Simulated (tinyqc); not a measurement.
Piezoresistors in the (001) plane of a cubic crystal: one step of the calculation.

Plane stress in crystal axes x = [100], y = [010]. First-order piezoresistance: d rho_xx/rho = p11 sxx + p12 syy, d rho_yy/rho = p12 sxx + p11 syy, d rho_xy/rho = p44 sxy; a resistor along d = (cos th, sin th) changes by dR/R = d.(d rho/rho).d. Changes of geometry and second-order terms are left out.

Problem. Longitudinal and transverse coefficients. For uniaxial stress along or across the current: pL = p11 - (A/2) sin^2(2 th), pT = p12 + (A/2) sin^2(2 th), A = p11 - p12 - p44. Gauge factor along [110]: E (p11 + p12 + p44)/2.

Values chosen for this exercise; coefficients close to those of lightly doped n-type silicon: piezoresistive coefficient p11 = -95.6 x 1e-11/Pa; piezoresistive coefficient p12 = 52.9 x 1e-11/Pa; piezoresistive coefficient p44 = -14.1 x 1e-11/Pa; angle of the current from [100] th = 15 deg; Young's modulus along [110] E = 167 GPa.

Give: A; pL; pT; gauge factor.

Solution.

A = -134.40 x 1e-11/Pa
pL = -78.800 x 1e-11/Pa
pT = 36.100 x 1e-11/Pa
gauge factor = -47.428

Numbers from tinyqc (`OMP_NUM_THREADS=1 python tinyqc.py 2530167 2530168 out.jsonl`; about 0.01 s on one thread of a shared Intel Xeon 2.30GHz).
